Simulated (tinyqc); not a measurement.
Abrupt p-n junction, non-linear Poisson equation by Newton steps: one step of the calculation.

One dimension, p side on the left, n side on the right; net doping C = -Na for x < 0 and +Nd for x > 0. The potential psi is counted from the intrinsic level, and the quasi-Fermi potentials are flat: 0 for holes and -V for electrons, so n = ni exp((psi + V)/Vt) and p = ni exp(-psi/Vt) (Boltzmann statistics, full ionisation, no current).

Question. Densities, residual and Jacobian diagonal. n_i = ni exp((psi_i + V)/Vt), p_i = ni exp(-psi_i/Vt), rho_i = p_i - n_i + C_i, g_i = (n_i + p_i)/Vt. Box widths w_i = (h_(i-1) + h_i)/2 in cm. Residual F_i = a_i (psi_(i+1) - psi_i) - a_(i-1) (psi_i - psi_(i-1)) + q rho_i w_i; Jacobian: a_(i-1) and a_i beside the diagonal, b_i = -a_(i-1) - a_i - q g_i w_i on it. The two end nodes are fixed.

Inputs (values chosen for the exercise): temperature T = 400 K; bias of the p side against the n side V = 0 V.

Constants: q = 1.602176634e-19 C, kB = 1.380649e-23 J/K, Vt = kB T/q. Results are converted to the units shown.

```
node  x (nm)  psi after iteration 2 (V)  net doping C (cm^-3)
0       -524                 -1.3535684               -1.4e16
1       -365                 -1.3531554               -1.4e16
2       -233                 -1.3469967               -1.4e16
3       -125                 -1.2987105               -1.4e16
4      -36.5                 -1.1951819               -1.4e16
5       36.5                  1.0508566                2.7e15
6        177                  1.1345738                2.7e15
7        449                  1.2617704                2.7e15
8        972                  1.2960313                2.7e15
9       1980                  1.2968385                2.7e15
```

coupling a_i, interval 0 to 8 (F/cm^2): 5.3681994e-8  6.4662402e-8  7.9031825e-8  9.6445616e-8  1.1692380e-7  6.0750442e-8  3.1380283e-8  1.6320147e-8  8.4676955e-9
ni = 0.12357122 cm^-3

Give: n; p; residual F; diagonal b.

Answer.

```
node  n (cm^-3)  p (cm^-3)
0      1.09e-18    1.40e16
1      1.10e-18    1.38e16
2      1.32e-18    1.16e16
3      5.36e-18    2.85e15
4      1.08e-16    1.41e14
5       2.15e12   7.11e-15
6       2.44e13   6.26e-16
7       9.76e14   1.56e-17
8       2.64e15   5.79e-18
9       2.70e15   5.66e-18
```

```
node  residual F (1e-7 C/cm^2)  diagonal b (F/cm^2)
1                         0.00             -1.05e-6
2                        -0.01             -7.89e-7
3                        -0.11             -3.06e-7
4                         2.35             -2.19e-7
5                        -2.53             -1.78e-7
6                         0.08             -9.45e-8
7                         0.08             -2.28e-7
8                         0.00             -9.63e-7
```

tinyqc, about 0.02 s, one thread, Intel Xeon 2.30GHz (shared host): `OMP_NUM_THREADS=1 python tinyqc.py 2000077 2000078 out.jsonl`
